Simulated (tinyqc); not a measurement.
## Area and perimeter leakage from two diodes

Question. A square diode and a finger diode leak I = JA area + JP perimeter. Find JA, JP and the side of the square at which both parts are equal.

areas (um^2): [90000, 72000]
perimeters (um): [1200, 29520]
leakage currents (pA): [53.88, 83.088000]

Answer. Two linear equations give JA and JP; for a square of side a, JA a^2 = 4 JP a at a = 4 JP/JA.

JA = 5.800e-8 A/cm^2
JP = 1.400e-11 A/cm
side for equal parts = 9.655 um

Program tinyqc, `OMP_NUM_THREADS=1 python tinyqc.py 2290071 2290072 out.jsonl`; Intel Xeon 2.30GHz, shared host, one thread, about 0.01 s.
